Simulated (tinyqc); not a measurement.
Effective mass of the conduction band from tabulated energies, step by step. Values are carried at full precision from step to step, so a last printed digit may differ when a step is redone from the rounded ones.

c = hbar^2/2m0. A uniform scatter of up to 0.3 meV has been added to mimic numerical noise.
Constants: hbar^2/2m0 = 3.80998211 eV angstrom^2.

## Finite differences

Energies along [110], from the band edge:
```
k (1/angstrom)  E (meV)
0.00000          0.0000
0.00220          1.0890
0.00440          5.2404
0.00660         11.5371
0.00880         20.0760
0.01100         29.9823
0.01320         42.1570
0.01540         54.9547
0.01760         68.4092
```

reference mass (curvature of the model at k = 0.0001 1/angstrom) = 0.01360 m0

The band is even in k. m = c k^2/E(k) from the points 1, 2, 4 (k = 0 is point 0); Richardson from points 1 and 2: c/m = [16 E(k1) - E(k2)]/(12 k1^2).

m from points 1, 2, 4 (m0): [0.01693, 0.01408, 0.01470]

m by Richardson = 0.01816 m0

Errors against the reference: +24.51, +3.50 and +8.06 % and +33.55 %. The extrapolation does not help: a scatter of 0.3 meV is 28 % of the first energy, and the formula weights that point by 4/3.

## Least squares over all points

Fit E = a k^2 (a = sum k^2 E/sum k^4), then E = a k^2 + b k^4 from the normal equations; E in eV; m = c/a.

sums of k^4, k^6, k^8: [2.0549e-07, 5.0677e-11, 1.3546e-14]

sums of k^2 E, k^4 E: [4.7361e-05, 1.1518e-08]

a, one term = 230.48 eV angstrom^2

a and b, two terms: [268.6, -1.544e+05]

m, one and two terms (m0): [0.01653, 0.01419]

The parabola over all points errs by +21.5 % because the weights k^4 favour the outer points; the second term brings the error to +4.3 %.

## The non-parabolic form

E (1 + alpha E) = c k^2/m means that y = c k^2/E is a straight line in E with intercept m and slope m alpha. Fit the line by unweighted least squares over points 1 to 8, E in eV.

y (m0): [0.01693, 0.01408, 0.01439, 0.01470, 0.01538, 0.01575, 0.01644, 0.01725]

m = 0.01479 m0
alpha = 1.915 1/eV

The intercept errs by +8.73 %. The scatter of the first points, divided by small energies, tilts an unweighted line. The model has Eg = 0.235 eV, and for two bands alpha is near 1/Eg = 4.26 1/eV.

## Checks

- Two-term fit by normal equations against a least-squares routine: both 268.562.

(tinyqc, `OMP_NUM_THREADS=1 python tinyqc.py 1881262 1881263 out.jsonl`, Intel(R) Xeon(R) Processor @ 2.30GHz, 1 thread, shared host, about 0.01 s.)
